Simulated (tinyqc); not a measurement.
# Off-state leakage of single and stacked transistors: effects of single changes

n-channel devices of unit width. Subthreshold current I(Vg, Vs, Vd) = I0 (T/300 K)^0.5 exp[(Vg - Vs - VT(T) - gb (Vs - Vb) + dd (Vd - Vs))/(nf Vt)] (1 - exp(-(Vd - Vs)/Vt)), VT(T) = VT - cT (T - 300 K). Gate-edge tunnelling Ig (Vd/1 V) exp(ag (Vd - 1 V)), for a gate at 0 V, and band-to-band leakage Ab u exp(-Bb/u), u = Vd - Vb + 1 V, flow at a drain held at V; both are taken as independent of T. In a stack of off transistors (all gates at 0 V) the same subthreshold current passes through each.

Values chosen for this exercise; values of the order met in bulk silicon logic transistors:

| symbol | value | unit | meaning |
|---|---|---|---|
| T | 330 | K | temperature |
| V | 1.1 | V | supply voltage |
| VT | 0.38 | V | threshold at 300 K, zero drain and body bias |
| cT | 0.5 | mV/K | fall of the threshold with temperature |
| I0 | 0.18 | uA/um | current at threshold at 300 K |
| nf | 1.24 |  | slope factor |
| dd | 0.09 |  | drain-induced lowering per volt |
| gb | 0.23 |  | rise of the threshold per volt of source-body bias |
| Ig | 0.0002 | uA/um | gate-edge tunnelling current at 1 V |
| ag | 4.2 | 1/V | exponential slope of the gate current |
| Ab | 3 | uA/(um V) | prefactor of band-to-band leakage at the drain |
| Bb | 19 | V | its exponential voltage |
| Vb | -0.3 | V | body voltage |

Constants: q = 1.602176634e-19 C, kB = 1.380649e-23 J/K, Vt = kB T/q. Results are converted to the units shown.

Each table varies one quantity; the others keep the values above.

## Subthreshold current against the height of the stack

All n gates at 0 V, bottom source at 0 V, top drain at V; node voltages follow from equal currents.

Subthreshold current against the height of the stack:

| n | I (nA/um) | reduction factor | drain voltage of the bottom device (mV) | source voltage of the top device (mV) | voltage across the top device (V) |
|---|---|---|---|---|---|
| 1 | 0.014127 | 1.0000 | 1100.0 | 0 | 1.1000 |
| 2 | 9.4454e-4 | 14.957 | 72.265 | 72.265 | 1.0277 |
| 3 | 4.6017e-4 | 30.700 | 20.420 | 91.474 | 1.0085 |
| 4 | 3.0232e-4 | 46.729 | 11.985 | 102.70 | 0.99730 |
| 5 | 2.2468e-4 | 62.876 | 8.4811 | 110.63 | 0.98937 |
| 6 | 1.7862e-4 | 79.090 | 6.5604 | 116.75 | 0.98325 |

The second transistor cuts the current by a factor of 15.0, the third by a further 2.05 and the sixth by 1.26. The top device keeps 89.4 % of the supply at n = 6, while the drain voltage of the bottom one falls to 0.231 Vt.

## Leakage components against the body voltage

Same model as above.

One transistor with Vg = Vs = 0, Vd = V; stack factor I(one)/I(two in series).

The same in every row: gate edge (nA/um) = 0.3348; stack factor = 14.96.

Leakage components against the body voltage:

| Vb (V) | subthreshold (nA/um) | band-to-band (nA/um) | total (nA/um) | largest part |
|---|---|---|---|---|
| 0.2 | 0.3685 | 0.2588 | 0.9621 | subthreshold |
| 0 | 0.09997 | 0.7413 | 1.176 | band-to-band |
| -0.2 | 0.02712 | 1.783 | 2.145 | band-to-band |
| -0.4 | 0.007358 | 3.753 | 4.096 | band-to-band |
| -0.6 | 0.001996 | 7.118 | 7.455 | band-to-band |
| -0.8 | 5.416e-4 | 12.42 | 12.76 | band-to-band |
| -1 | 1.469e-4 | 20.26 | 20.60 | band-to-band |
| -1.2 | 3.987e-5 | 31.27 | 31.61 | band-to-band |
| -1.4 | 1.082e-5 | 46.09 | 46.42 | band-to-band |

As Vb goes from 0.2 to -1.4, the total leakage rises from 0.962 to 46.4 nA/um. The subthreshold part leads at Vb = 0.2, the band-to-band part from 0 on. The reduction by a stack of two stays at 15.0, for the subthreshold part alone. For Vb = 0.2 the body is forward biased; the junction current, left out, is still small at this voltage.

Program tinyqc, `OMP_NUM_THREADS=1 python tinyqc.py 2242095 2242096 out.jsonl`; Intel Xeon 2.30GHz, shared host, one thread, about 0.03 s.
